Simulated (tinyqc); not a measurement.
Carrier lifetime from Shockley-Read-Hall, radiative, Auger and surface recombination. Inputs raised by 2 %, one at a time. Computed by tinyqc, a small Python program. Command: `OMP_NUM_THREADS=1 python tinyqc.py 3013693 3013694 out.jsonl lifetime sens`. One thread of a shared host (Intel(R) Xeon(R) Processor @ 2.30GHz), about 0.02 s of CPU time with the checks.

Energies are counted from the top of the valence band. Boltzmann statistics, full ionisation, and equal excess densities of electrons and holes.

Inputs (values chosen for the exercise, with bands modelled on germanium):

| quantity | value | unit |
|---|---|---|
| gap E_g | 0.673 | eV |
| electron mass m_e | 0.213 | m_0 |
| valleys M_c | 4 | - |
| hole mass m_h | 0.335 | m_0 |
| temperature T | 350 | K |
| doping N | 1.9e+14 | cm^-3 |
| trap level E_t | 0.276 | eV |
| trap density N_t | 5.8e+14 | cm^-3 |
| electron cross-section sigma_n | 9.1e-14 | cm^2 |
| hole cross-section sigma_p | 5.3e-15 | cm^2 |
| radiative coefficient B | 8.5e-15 | cm^3/s |
| Auger coefficient C_n | 1.4e-31 | cm^6/s |
| Auger coefficient C_p | 4.5e-31 | cm^6/s |
| excess density dn | 5.2e+12 | cm^-3 |
| generation rate G | 2.4e+20 | cm^-3 s^-1 |
| diffusion coefficient D | 12 | cm^2/s |

Doping: n-type. Surface term: none.

Constants: m_0 = 9.1093837015e-31 kg; k_B = 1.380649e-23 J/K; h = 6.62607015e-34 J s; k_B = 8.617333262e-05 eV/K.

Method:
- N_c = 2 M_c (2 pi m_e k_B T/h^2)^(3/2) and N_v = 2 (2 pi m_h k_B T/h^2)^(3/2), masses in units of m_0.
- n_i = sqrt(N_c N_v) exp(-E_g/2 k_B T); majority density N/2 + sqrt(N^2/4 + n_i^2), minority density n_i^2 over it.
- v = sqrt(3 k_B T/m) with m_e or m_h; tau_n0 = 1/(sigma_n v_n N_t), tau_p0 = 1/(sigma_p v_p N_t); n1 = N_c exp(-(E_g - E_t)/k_B T), p1 = N_v exp(-E_t/k_B T).
- With n = n_0 + dn, p = p_0 + dn and U/dn = 1/tau: (n p - n_i^2)/dn = n_0 + p_0 + dn = s; 1/tau_SRH = s/[tau_p0 (n + n1) + tau_n0 (p + p1)]; 1/tau_rad = B s; 1/tau_Aug = (C_n n + C_p p) s; the rates add.
- Radiative efficiency = tau_eff/tau_rad; effective diffusion length = sqrt(D tau_eff).
- dn solves dn/tau_eff(dn) = G (60 bisections in ln dn between 1e-2 and 1e22 cm^-3); the splitting of the quasi-Fermi levels is k_B T ln(n p/n_i^2).

Runs:

| input moved | from | to | radiative efficiency at dn | quasi-Fermi splitting under G (eV) | steady excess density (cm^-3) | effective diffusion length at dn (micrometre) |
|---|---|---|---|---|---|---|
| base run | - | - | 3.9853e-08 | 0.0020974 | 3.5301e+12 | 4.2020 |
| doping N (cm^-3) | 1.9e+14 | 1.938e+14 | 4.0237e-08 | 0.0021170 | 3.5384e+12 | 4.2069 |
| trap density N_t (cm^-3) | 5.8e+14 | 5.916e+14 | 3.9071e-08 | 0.0020572 | 3.4609e+12 | 4.1606 |
| electron cross-section sigma_n (cm^2) | 9.1e-14 | 9.282e-14 | 3.9770e-08 | 0.0020931 | 3.5228e+12 | 4.1976 |
| hole cross-section sigma_p (cm^2) | 5.3e-15 | 5.406e-15 | 3.9154e-08 | 0.0020614 | 3.4682e+12 | 4.1650 |
| radiative coefficient B (cm^3/s) | 8.5e-15 | 8.67e-15 | 4.0650e-08 | 0.0020974 | 3.5301e+12 | 4.2020 |
| excess density dn (cm^-3) | 5.2e+12 | 5.304e+12 | 3.9867e-08 | 0.0020974 | 3.5301e+12 | 4.2020 |
| generation rate G (cm^-3 s^-1) | 2.4e+20 | 2.448e+20 | 3.9853e-08 | 0.0021384 | 3.6008e+12 | 4.2020 |

Exponents ln(y'/y) / ln(x'/x):

| input | radiative efficiency at dn | quasi-Fermi splitting under G | steady excess density | effective diffusion length at dn |
|---|---|---|---|---|
| doping N | 0.484 | 0.471 | 0.119 | 0.059 |
| trap density N_t | -1.000 | -0.978 | -1.001 | -0.500 |
| electron cross-section sigma_n | -0.105 | -0.103 | -0.106 | -0.053 |
| hole cross-section sigma_p | -0.893 | -0.873 | -0.893 | -0.446 |
| radiative coefficient B | 1.000 | 0.000 | 0.000 | 0.000 |
| excess density dn | 0.017 | 0.000 | 0.000 | 0.001 |
| generation rate G | 0.000 | 0.977 | 1.001 | 0.000 |

Which inputs matter most for each result?

Among the inputs moved here: radiative efficiency at dn answers most in size to trap density N_t (exponent -1.000), and about equally to radiative coefficient B (+1.000); its exponent is below 0.0005 for generation rate G. quasi-Fermi splitting under G answers most in size to trap density N_t (exponent -0.978), and about equally to generation rate G (+0.977); its exponent is below 0.0005 for radiative coefficient B, excess density dn. Steady excess density answers most in size to trap density N_t (exponent -1.001), and about equally to generation rate G (+1.001); its exponent is below 0.0005 for radiative coefficient B, excess density dn. Its exponent +1.001 in generation rate G: the lifetime is constant. Effective diffusion length at dn answers most in size to trap density N_t (exponent -0.500), next to hole cross-section sigma_p (-0.446); its exponent is below 0.0005 for radiative coefficient B, generation rate G.

Caution (all rows): the trap density is not small against the doping, so trapped charge breaks the equality of the excess densities.

Extremes, crossings and ranges named in words are read from the listed rows.
